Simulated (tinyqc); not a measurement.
Quaternary alloy A(x)B(1-x)C(y)D(1-y) matched to a substrate, step by step. Values are carried at full precision from step to step, so a last printed digit may differ when a step is redone from the rounded ones.

Matching a(x,y) = a_s gives x = (a_s - y a_BC - (1 - y) a_BD)/(y (a_AC - a_BC) + (1 - y)(a_AD - a_BD)).
Constants: hc = 1239.841984 eV nm.

Inputs chosen for the exercise (AC, AD, BC, BD near GaAs, GaP, InAs and InP; substrate near GaAs; not measured data):

| symbol | value | unit | meaning |
|---|---|---|---|
| a | (5.646, 5.456, 6.058, 5.875) | angstrom | lattice constants of AC, AD, BC, BD |
| a_s | 5.646 | angstrom | substrate |
| y | 0.26 |  | fraction of C |
| Eg | (1.499, 2.889, 0.416, 1.434) | eV | gaps at Gamma of AC, AD, BC, BD |
| Cb | (0.536, 0.612, 0.194, 0.113) | eV | bowing of ABC, ABD, ACD, BCD |
| dx | 0.03 |  | error of x in growth |

## The matched composition

Give numerator, denominator and x.

numerator = -0.27658 angstrom
denominator = -0.41718 angstrom
x = 0.6630

## The gap by rule 1

Q(x,y) = x y Q_AC + x (1 - y) Q_AD + (1 - x) y Q_BC + (1 - x)(1 - y) Q_BD for the lattice constant. Gap, rule 1: Q(x,y) - x (1 - x)[y C_ABC + (1 - y) C_ABD] - y (1 - y)[x C_ACD + (1 - x) C_BCD]. Rule 2 (mean of ternaries): {x (1 - x)[y T_ABC(x) + (1 - y) T_ABD(x)] + y (1 - y)[x T_ACD(y) + (1 - x) T_BCD(y)]}/{x (1 - x) + y (1 - y)}, T_ABC(x) = x E_AC + (1 - x) E_BC - C_ABC x (1 - x), T_ACD(y) = y E_AC + (1 - y) E_AD - C_ACD y (1 - y), and alike. Only the Gamma valley is followed.

Give the four weights, the bilinear part, the two bowing terms, the gap and hc/gap.

weights of AC, AD, BC, BD: 0.1724  0.4906  0.0876  0.2494

bilinear part = 2.0698 eV

bowing terms (eV): 0.1323  0.0321

gap = 1.9054 eV
wavelength = 651 nm

## The gap by rule 2

Give the four ternary gaps and their weighted mean.

T_ABC, T_ABD, T_ACD, T_BCD (eV): 1.0142  2.2619  2.4903  1.1476

gap = 1.9839 eV

Rule 2 lies 78 meV above rule 1: it averages the two bowing terms where rule 1 adds them. Both agree on the ternary edges.

## An error in composition

Replace x by x + dx; mismatch (a_s - a)/a and change of the relaxed gap by rule 1.

a = 5.6335 angstrom
mismatch = 0.222 %
change of the gap = 46.6 meV

The layer would be under tension; the strain shift of the gap is not included.

## Checks

- Lattice constant at the matched composition against a_s (angstrom): both 5.6460.
- Rule 2 as a mean of ternaries against its form with averaged bowing (eV): both 1.9839.

Run: tinyqc, `OMP_NUM_THREADS=1 python tinyqc.py 1080085 1080086 out.jsonl`; Intel(R) Xeon(R) Processor @ 2.30GHz, one thread, shared host; about 0.01 s of CPU time with all checks.
